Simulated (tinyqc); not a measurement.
Modulation-doped quantum well, Poisson-Schroedinger loop: two steps of the calculation.

A well of width L centred at z = 0 between barriers Vb; effective-mass electrons in two equivalent valleys, parabolic bands. The electrons come from donor sheets outside the mesh, a share fL of Ns on the left and the rest on the right, so the structure is neutral. Energies are counted from the band edge of the well, with U = 0 on the first node in the Hartree part.

Parameters, values chosen for the exercise; material values those of a made-up well: temperature T = 77 K; in-plane mass md = 0.157 m0; mesh step hz = 0.7667 nm; sheet density of electrons Ns = 5.4e11 cm^-2.

Constants: q = 1.602176634e-19 C, kB = 1.380649e-23 J/K, hbar = 1.054571817e-34 J s, m0 = 9.1093837015e-31 kg, Vt = kB T/q, hbar^2/(2 m0) = 0.0380998212 eV nm^2. Results are converted to the units shown.

Question 1. Fermi level and occupations. Level k holds N_k = D_k Vt ln(1 + exp((EF - E_k)/Vt)) with D = 2 md m0 q/(pi hbar^2) per eV (spin included); EF is fixed by sum N_k = Ns.

levels (eV): E1 0.004453404, E2 0.024453044

Wanted: EF; N_k.

Answer 1.

EF = 0.002892 eV
N_k (cm^-2): E1 5.069e11, E2 3.313e10

Question 2. Converged levels, occupations and centroid. Tridiagonal Hamiltonian with psi = 0 one step beyond both ends: H_ii = C (1/m_(i-1/2) + 1/m_(i+1/2))/hz^2 + V0_i + U_i, H_(i,i+1) = -C/(m_(i+1/2) hz^2), C = hbar^2/(2 m0). The lowest 2 level(s) are kept, normalised to hz sum |psi|^2 = 1.

Solve for the levels with V0 + U, find EF, n_i = sum_k N_k |psi_k|^2 (in cm^-3); share of each level N_k/Ns; centroid sum n z/sum n.

| node | z (nm) | fixed potential V0 (eV) | converged U (eV) |
|---|---|---|---|
| 1 | -6.1336 | 0.23330768 | 0.000000000 |
| 2 | -5.3669 | 0.23039422 | 0.003856028 |
| 3 | -4.6002 | 0.22748076 | 0.007712046 |
| 4 | -3.8335 | 0.22456730 | 0.011567824 |
| 5 | -3.0668 | 0.01165384 | 0.015417630 |
| 6 | -2.3001 | 0.00874038 | 0.019133236 |
| 7 | -1.5334 | 0.00582692 | 0.022509828 |
| 8 | -0.7667 | 0.00291346 | 0.025345987 |
| 9 | 0 | 0.00000000 | 0.027479118 |
| 10 | 0.7667 | -0.00291346 | 0.028776655 |
| 11 | 1.5334 | -0.00582692 | 0.029140139 |
| 12 | 2.3001 | -0.00874038 | 0.028572427 |
| 13 | 3.0668 | -0.01165384 | 0.027276757 |
| 14 | 3.8335 | 0.19543270 | 0.025641340 |
| 15 | 4.6002 | 0.19251924 | 0.023989526 |
| 16 | 5.3669 | 0.18960578 | 0.022336978 |
| 17 | 6.1336 | 0.18669232 | 0.020684395 |

mass on the intervals 1/2, 3/2, ... (mean of both at an interface) (m0): [1.05, 1.05, 1.05, 1.05, 0.979, 0.908, 0.908, 0.908, 0.908, 0.908, 0.908, 0.908, 0.908, 0.979, 1.05, 1.05, 1.05, 1.05]

Find: levels; EF; shares; n; centroid.

Answer 2.

levels (eV): E1 0.031615, E2 0.048469
EF = 0.029752 eV
shares (%): E1 90.676, E2 9.324

| node | n (1e18 cm^-3) |
|---|---|
| 1 | 0.0000 |
| 2 | 0.0000 |
| 3 | 0.0003 |
| 4 | 0.0076 |
| 5 | 0.1716 |
| 6 | 0.4335 |
| 7 | 0.6910 |
| 8 | 0.8989 |
| 9 | 1.0684 |
| 10 | 1.1943 |
| 11 | 1.1906 |
| 12 | 0.9308 |
| 13 | 0.4344 |
| 14 | 0.0210 |
| 15 | 0.0009 |
| 16 | 0.0000 |
| 17 | 0.0000 |

centroid = 0.42546 nm

Program tinyqc, `OMP_NUM_THREADS=1 python tinyqc.py 2140104 2140105 out.jsonl`; Intel Xeon 2.30GHz, shared host, one thread, about 0.3 s.
